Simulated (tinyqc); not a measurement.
# Worked calculation: p-n diode, drift-diffusion by the Gummel loop with Scharfetter-Gummel fluxes

tinyqc, about 0.1 s, one thread, Intel Xeon 2.30GHz (shared host): `OMP_NUM_THREADS=1 python tinyqc.py 2240039 2240040 out.jsonl` Printed values are rounded.

Abrupt junction at x = 0, p side from -Lp, n side to Ln, ohmic contacts. psi is counted from the intrinsic level; n = ni exp((psi - phin)/Vt), p = ni exp((phip - psi)/Vt). Contacts: p side psi = V - Vt ln(Na/ni), p = Na, n = ni^2/Na; n side psi = Vt ln(Nd/ni), n = Nd, p = ni^2/Nd. Constant mobilities, D = mu Vt, Boltzmann statistics, SRH recombination through a mid-gap level, U = (n p - ni^2)/(tp (n + ni) + tn (p + ni)). Current is positive from the p contact to the n contact.

Parameters, values chosen for the exercise; band and dielectric values close to those of gallium arsenide: temperature T = 300 K; band gap Eg = 1.4 eV; relative permittivity eps_r = 13; conduction-band density of states at T Nc = 4.43e17 cm^-3; valence-band density of states at T Nv = 9.07e18 cm^-3; acceptor density of the p side Na = 4e16 cm^-3; donor density of the n side Nd = 9.5e15 cm^-3; electron mobility mun = 5300 cm^2/(V s); hole mobility mup = 330 cm^2/(V s); SRH lifetime of electrons tn = 1e-7 s; SRH lifetime of holes tp = 2e-8 s; uniform generation rate G = 0 cm^-3 s^-1; bias of the p contact V = 0.71 V.

Constants: q = 1.602176634e-19 C, kB = 1.380649e-23 J/K, Vt = kB T/q, eps0 = 8.8541878128e-14 F/cm where lengths are in cm. Results are converted to the units shown.

## Intrinsic density and built-in voltage

ni = sqrt(Nc Nv) exp(-Eg/(2 Vt)), Eg in volts; Vbi = Vt ln(Na Nd/ni^2).

ni = 3.48757e6 cm^-3
Vbi = 1.16045 V

## Round 1: Poisson equation

```
node  x (nm)  phin at the start (V)  phip at the start (V)
0      -5800                   0.71                   0.71
1      -2510                      0                   0.71
2      -1060                      0                   0.71
3       -429                      0                   0.71
4       -150                      0                   0.71
5        -27                      0                   0.71
6         27                      0                   0.71
7        110                      0                   0.71
8        238                      0                   0.71
9        434                      0                   0.71
10       736                      0                   0.71
11      1200                      0                      0
```

With phin and phip held, solve a_i (psi_(i+1) - psi_i) - a_(i-1) (psi_i - psi_(i-1)) + q w_i (p_i - n_i + C_i) = 0 for the inner nodes by Newton steps to convergence; a_i = eps0 eps_r/h_i, h_i = x_(i+1) - x_i, w_i = (h_(i-1) + h_i)/2, C = -Na or +Nd.

```
node   psi (V)  n after Poisson (cm^-3)  p after Poisson (cm^-3)
0     0.111192               3.04079e-4                     4e16
1     0.111192                2.57313e8               4.00000e16
2     0.111192                2.57313e8               4.00000e16
3     0.111193                2.57327e8               3.99978e16
4     0.111590                2.61310e8               3.93882e16
5     0.132820                5.94021e8               1.73268e16
6     0.292964               2.91135e11               3.53531e13
7     0.463651               2.14545e14               4.79736e10
8     0.552344               6.62960e15                1.55251e9
9     0.561292               9.37158e15                1.09827e9
10    0.561638               9.49788e15                1.08366e9
11    0.561644                   9.5e15               0.00128033
```

## Round 1: electron continuity

With psi and p held, F_i = (mun Vt/h_i) [n_(i+1) B(d_i) - n_i B(-d_i)], d_i = (psi_(i+1) - psi_i)/Vt, B(d) = d/(exp(d) - 1); solve F_i - F_(i-1) = w_i [(n_i p_i - ni^2)/den_i - G] for the new n, with den = tp (n + ni) + tn (p + ni) taken at the old n and p, h_i = x_(i+1) - x_i, w_i = (h_(i-1) + h_i)/2; phin = psi - Vt ln(n/ni).

```
node  new n (cm^-3)  phin after round 1 (V)
0        3.04079e-4                0.710000
1         1.47165e8                0.014444
2         2.12394e8                0.004960
3         2.40894e8                0.001706
4         2.57338e8                0.000396
5         5.93626e8                0.000017
6        2.91134e11                0.000000
7        2.14545e14                0.000000
8        6.62960e15                0.000000
9        9.37158e15                0.000000
10       9.49787e15                0.000000
11           9.5e15                0.000000
```

## Round 1: hole continuity

With psi and the new n held, F_i = (mup Vt/h_i) [p_(i+1) B(-d_i) - p_i B(d_i)], d_i = (psi_(i+1) - psi_i)/Vt, B(d) = d/(exp(d) - 1); solve F_i - F_(i-1) = w_i [(n_i p_i - ni^2)/den_i - G] for the new p, with den = tp (n + ni) + tn (p + ni) taken at the new n and the old p, h_i = x_(i+1) - x_i, w_i = (h_(i-1) + h_i)/2; phip = psi + Vt ln(p/ni).

```
node  new p (cm^-3)  phip after round 1 (V)
0              4e16                0.710000
1        4.00000e16                0.710000
2        4.00000e16                0.710000
3        3.99977e16                0.710000
4        3.93882e16                0.710000
5        1.73268e16                0.710000
6        3.53530e13                0.710000
7        4.79552e10                0.709990
8         1.50978e9                0.709279
9         8.77081e8                0.704186
10        5.23485e8                0.691190
11       0.00128033                0.000000
```

## Course of the Gummel loop

Stop when phin and phip change by less than 1e-8 V, or after 80 rounds. J = Jn at the p contact + Jp at the n contact + q sum w_i U_i - q G sum w_i over the inner nodes, which avoids differences of large majority fluxes: Jn = (q mun Vt/h_0)[n_1 B(d_0) - n_0 B(-d_0)], Jp = (q mup Vt/h_last)[p_(N-1) B(d_last) - p_N B(-d_last)], d_i = (psi_(i+1) - psi_i)/Vt, B(d) = d/(exp(d) - 1), w_i = (h_(i-1) + h_i)/2.

Course of the iteration:
```
round  J (A/cm^2)  largest change of phin, phip (V)
1      3.31339e-5                            0.0188
2      3.31339e-5                           1.34e-9
```

Converged in 2 rounds.

## Recombination and current

```
node  converged psi (V)  converged n (cm^-3)  converged p (cm^-3)
0              0.111192           3.04079e-4                 4e16
1              0.111192            1.47165e8           4.00000e16
2              0.111192            2.12394e8           4.00000e16
3              0.111193            2.40894e8           3.99978e16
4              0.111590            2.57338e8           3.93882e16
5              0.132820            5.93626e8           1.73268e16
6              0.292964           2.91134e11           3.53531e13
7              0.463651           2.14545e14           4.79552e10
8              0.552344           6.62960e15            1.50978e9
9              0.561292           9.37158e15            8.77081e8
10             0.561638           9.49787e15            5.23485e8
11             0.561644               9.5e15           0.00128033
```

U_i as defined. J = Jn at the p contact + Jp at the n contact + q sum w_i U_i - q G sum w_i over the inner nodes, which avoids differences of large majority fluxes: Jn = (q mun Vt/h_0)[n_1 B(d_0) - n_0 B(-d_0)], Jp = (q mup Vt/h_last)[p_(N-1) B(d_last) - p_N B(-d_last)], d_i = (psi_(i+1) - psi_i)/Vt, B(d) = d/(exp(d) - 1), w_i = (h_(i-1) + h_i)/2.

U, node 0 to 11 (cm^-3 s^-1): 0  1.47165e15  2.12394e15  2.40894e15  2.57338e15  5.93626e15  2.90655e18  2.39508e18  7.54891e16  4.38540e16  2.61743e16  0
Jn at the p contact = 9.81949e-6 A/cm^2
Jp at the n contact = 1.54190e-5 A/cm^2
recombination = 7.89537e-6 A/cm^2
generation = 0 A/cm^2
J = 3.31339e-5 A/cm^2

A 500-node mesh gives J = 4.870e-5 A/cm^2; this mesh differs from it by -1.6e-5 A/cm^2 (-32 %).
